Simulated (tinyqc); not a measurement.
Worked calculation: configuration-coordinate model of a defect: Huang-Rhys factor and luminescence line shape. Computed by tinyqc, a small Python program that keeps every step. Command: `OMP_NUM_THREADS=1 python tinyqc.py 3018379 3018380 out.jsonl ccline walk`. One thread of a shared host (Intel(R) Xeon(R) Processor @ 2.30GHz), about 0.01 s of CPU time with the checks. Intermediate numbers are printed to about 7 digits and carried at full precision; extremes and crossings named in words are read from the listed rows.

Ground state E_g(Q) = (1/2) omega_g^2 Q^2; excited state E_e(Q) = E_0 + (1/2) omega_e^2 (Q - dQ)^2 with E_0 = E_ZPL - (hbar omega_e - hbar omega_g)/2. Q is mass-weighted; the dipole does not depend on Q (Condon approximation).

Inputs (values chosen for the exercise, for a model defect): zero-phonon energy E_ZPL = 0.566 eV; displacement dQ = 1.34 u^(1/2) angstrom; ground-state phonon hbar omega_g = 31.3 meV; excited-state phonon hbar omega_e = 37.8 meV; temperature T = 50 K; refractive index n_r = 3.24; transition dipole mu = 2 e angstrom; quenching prefactor nu_0 = 2e+11 1/s.

Modes: different frequencies.

Constants: hbar^2/u = 4.18015928e-03 eV angstrom^2; k_B = 8.617333262e-05 eV/K; hbar = 6.582119569e-16 eV s; e = 1.602176634e-19 C; eps_0 = 8.8541878128e-12 F/m; hbar = 1.054571817e-34 J s; c = 299792458 m/s.

## Huang-Rhys factors and vertical energies

S = hbar omega dQ^2/(2 hbar^2/u) for each state; relaxation energy S hbar omega; absorption at E_0 + S_e hbar omega_e, emission at E_0 - S_g hbar omega_g; the Stokes shift is their difference.

S_g = 6.722505

S_e = 8.118552

relaxation energy, ground state = 0.2104144 eV

relaxation energy, excited state = 0.3068813 eV

vertical absorption energy = 0.8696313 eV

vertical emission energy = 0.3523356 eV

Stokes shift = 0.5172957 eV

The coupling is strong: a broad band, with almost no zero-phonon line.

## Franck-Condon overlaps

Overlaps <m_e|n_g> of harmonic-oscillator functions (Hermite recursion, positive leading coefficients) by a sum over an even grid (700 points from x = -9 to 9 + d for the small table, 1500 points from -16 to 16 + d for the thermal sums), with x = Q sqrt(omega_g/hbar), d = sqrt(2 S_g) and frequency ratio omega_e/omega_g.

<m_e|n_g>, rows m=0, m=1, m=2, m=3, columns n=0, n=1, n=2, n=3, n=4, n=5, n=6:
```
[[0.0252317, 0.0715740, 0.1418870, 0.2268788, 0.3102317, 0.3744710, 0.4070227],
 [-0.0651300, -0.1596329, -0.2654784, -0.3409724, -0.3490503, -0.2759922, -0.1374450],
 [0.1205564, 0.2502798, 0.3350750, 0.3137466, 0.1776669, -0.0207892, -0.1979693],
 [-0.1846681, -0.3159590, -0.3163073, -0.1601771, 0.0690904, 0.2381346, 0.2552080]]
```

From m = 0 these seven lines hold 48.0 % of the weight.

## Band at temperature T

Initial levels m = 0..24 carry Boltzmann weights exp(-m hbar omega_e/k_B T), normalised; final levels n = 0..79; a line lies at E_ZPL + m hbar omega_e - n hbar omega_g with weight w_m <m|n>^2. Moments are taken over these weights without the E^3 factor; FWHM = 2 sqrt(2 ln 2) x standard deviation; the zero-phonon weight is w_0 <0|0>^2, since the other m -> m lines are offset by m (hbar omega_e - hbar omega_g).

mean emission energy = 0.3553071 eV

FWHM from the second moment = 0.1742059 eV

zero-phonon weight = 6.365380e-04

skewness = -0.2717071

## Crossing, radiative lifetime and thermal quenching

The curves cross at the root Q_c nearest dQ; the barrier is (1/2) omega_e^2 (Q_c - dQ)^2, with (1/2) omega^2 = (hbar omega)^2/(2 hbar^2/u). k_r = n_r omega^3 mu^2/(3 pi eps_0 hbar c^3) at the vertical emission energy, without local-field correction; k_nr = nu_0 exp(-barrier/k_B T) (Mott-Seitz); yield = k_r/(k_r + k_nr); T_1/2 = barrier/(k_B ln(nu_0/k_r)).

Q_c = 2.854052 u^(1/2) angstrom

classical barrier = 0.3917802 eV

radiative lifetime = 464.6865 ns

luminescence yield = 1

quenching temperature T_1/2 = 397.4254 K

At 50.0 K the centre is bright; tunnelling, left out here, starts the quenching earlier. Caution: the band is wide against its energy, so the E^3 factor left out of the moments shifts the observed peak up.

## Width and zero-phonon weight against temperature

For comparison: FWHM(0) sqrt(coth(hbar omega_e/2 k_B T)) with FWHM(0) from the first row, and exp(-S_g coth(hbar omega_e/2 k_B T)).

Against temperature:
```
T (K)  mean energy (eV)  FWHM (eV)  coth law (eV)  zero-phonon weight  exp(-S coth)
22            0.3553062  0.1741789      0.1741789        6.366366e-04  1.203520e-03
66            0.3553139  0.1744060      0.1744053        6.358097e-04  1.182657e-03
130           0.3555168  0.1802698      0.1802492        6.148355e-04  7.471502e-04
220           0.3562427  0.1998586      0.1997570        5.499472e-04  1.445519e-04
350           0.3576809  0.2339484      0.2336473        4.548359e-04  5.578685e-06
530           0.3599191  0.2789952      0.2782990        3.583766e-04  3.521383e-08
750           0.3627816  0.3279481      0.3266262        2.819158e-04  5.412579e-11
```

The width grows by a factor 1.88, flat while k_B T is well below hbar omega and as sqrt(T) above; the coth law, exact only for equal frequencies, misses by at most 0.40 %. The mean energy moves by +7.5 meV because the frequencies differ. The zero-phonon weight goes from 6.37e-4 to 2.82e-4, against 0.00120 to 5.41e-11 for the exponential rule, which assumes many modes of equal frequency in both states.

Checks made by the program: grid overlaps at equal frequencies against the Poisson weights (relative difference below 1e-10).
